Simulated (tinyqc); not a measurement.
Compensation sets the slope of the freeze-out: donors with valley-orbit split 1s states.

Each donor binds at most one electron, in any of its states. For a site s, W_s = sum over its states of g exp(E/kT), and the ionised share is 1/(1 + W_s exp(eta)), eta = (EF - Ec)/kT; n = Nc F_1/2(eta); neutrality n + NA = ND x (mean ionised share); holes are neglected. Nc from N = 2 (m kB T/(4 pi c))^(3/2) with c = hbar^2/2m0, in 1/angstrom^3; times 1e24 for 1/cm^3, m = md. F_j(eta) = (1/Gamma(j + 1)) integral_0^infinity x^j dx/(1 + exp(x - eta)), which tends to exp(eta) for eta << 0.

Constants: hbar^2/2m0 = 3.80998211 eV angstrom^2; kB = 8.617333262e-05 eV/K.

Parameters, chosen for this exercise (near those of As in Si; shifted at random, so the results belong to these values and not to a real crystal): md = 1.062 m0 (density-of-states mass of the conduction band); E = (55.6, 33.5, 34) meV (binding energies of 1s(A1), 1s(T2), 1s(E)); g = (2, 6, 4) (their degeneracies with spin); ND = 2.9e+17 1/cm^3 (donors).

NA = K ND. The slope energy is -d ln(n T^(-p))/d(1/kT) between 30 and 36 K, with p = 3/4 for K = 0 and p = 3/2 otherwise.

Results:
```
K       n(30 K) (1/cm^3)  n(36 K) (1/cm^3)  slope energy (meV)
0               7.58e+12          5.21e+13               27.77
0.0010          1.98e+11          9.06e+12               55.08
0.010           1.96e+10          9.26e+11               55.54
0.050           3.76e+09          1.78e+11               55.55
0.20            7.92e+08          3.74e+10               55.55
0.50            1.98e+08          9.35e+09               55.55
```

How do the results move, and what explains it?

Without acceptors the slope is 27.77 meV, against half the ground-state energy, 27.80; with K = 0.05 it is 55.55 meV, against the full 55.6. The full energy (less a few meV where excited levels lie within a few kT) shows where n is far below NA, since the acceptors then hold EF near the donor level: n(36 K)/NA is 0.031 for K = 0.001 and 1.2e-05 for K = 0.05.

tinyqc: `OMP_NUM_THREADS=1 python tinyqc.py 1651486 1651487 out.jsonl`; about 0.01 s, one thread, shared Intel(R) Xeon(R) Processor @ 2.30GHz.
